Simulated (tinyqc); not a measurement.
## True capacitance, leakage and series resistance from two frequencies

Question. A capacitance C in parallel with G and in series with Rs is measured as Cp and D = Gp/(w Cp) at two frequencies. The series reading Cs = Cp (1 + D^2) equals C + G^2/(w^2 C), and Re Z = D/(w Cp (1 + D^2)) = Rs + G/(G^2 + w^2 C^2). Find C, G and Rs.

f (Hz): 50000  2.5e5
Cp (pF): 105.533234  105.508624
D: 0.103626185  0.0356939530

Answer. w^2 Cs = w^2 C + G^2/C is a straight line in w^2 with slope C; the intercept gives G, and the real part then gives Rs.

C = 105.6 pF
G = 3.333 uS
Rs = 94.00 ohm

Numbers from tinyqc (`OMP_NUM_THREADS=1 python tinyqc.py 2022028 2022029 out.jsonl`; about 0.01 s on one thread of a shared Intel Xeon 2.30GHz).
